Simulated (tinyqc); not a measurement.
# Worked calculation: small-signal admittance of a forward-biased p+-n diode

Program tinyqc, `OMP_NUM_THREADS=1 python tinyqc.py 2890167 2890168 out.jsonl`; Intel Xeon 2.30GHz, shared host, one thread, about 0.01 s. Printed values are rounded.

Holes injected into a neutral base of width wb with an ohmic contact at its end; low injection, p0 far above the equilibrium density. A small voltage v exp(i w t), w = 2 pi f, modulates the edge density by p0 v/Vt, and the small-signal density obeys Dp d2p/dx2 = (1/tau + i w) p.

Parameters, values chosen for the exercise; permittivity close to that of germanium:
```
symbol,value,unit,meaning
T,350,K,temperature
eps_r,16,,relative permittivity
Nd,1.2e16,cm^-3,donor density of the base
Dp,47,cm^2/s,hole diffusion coefficient
tau,9e-9,s,hole lifetime
wb,7.2,um,width of the neutral base
p0,5e14,cm^-3,excess hole density at the junction edge
Na,8e19,cm^-3,acceptor density of the p+ side
f,9.5e5,Hz,signal frequency
```

Constants: q = 1.602176634e-19 C, kB = 1.380649e-23 J/K, Vt = kB T/q, eps0 = 8.8541878128e-14 F/cm where lengths are in cm. Results are converted to the units shown.

## Closed-form admittance

L = sqrt(Dp tau); direct current J = (q Dp p0/L) coth(wb/L); k = sqrt(1 + i w tau)/L; diffusion admittance Y = (q Dp p0/Vt) k coth(k wb) = G + i w C_diff; junction capacitance C_j = sqrt(q eps0 eps_r Nd/(2 Vr)) in the depletion approximation, with the remaining barrier Vr = Vt ln(Na/p0), a rough value under forward bias; base-width modulation is left out.

L = 6.50385 um
J = 7.20918 A/cm^2
k wb = 1.10744+0.02972i
Y = 239.038+3.277i S/cm^2
C_diff = 0.548940 uF/cm^2
C_j = 0.0613851 uF/cm^2

G is 1.00 times its low-frequency value J/Vt, and C_diff is 8.94 times C_j.

## The same by finite differences

7 equal intervals, h = wb/7; u = small-signal density over its edge value, u_0 = 1, u_7 = 0; u_(i-1) + b u_i + u_(i+1) = 0 with b = -2 - h^2 (1/tau + i w)/Dp; Y = (q Dp p0/(Vt h)) (-b/2 - u_1), which includes the half box at the edge.

b = -2.02501-0.00134i
u, node 1 to 6: 0.814837-0.002073i  0.650056-0.003102i  0.501538-0.003336i  0.365569-0.002980i  0.238746-0.002207i  0.117898-0.001168i
Y on the mesh = 239.906+3.331i S/cm^2

Against the closed form the real part is 0.36 % above it and the imaginary part 1.7 % above it; |k h| = 0.16.
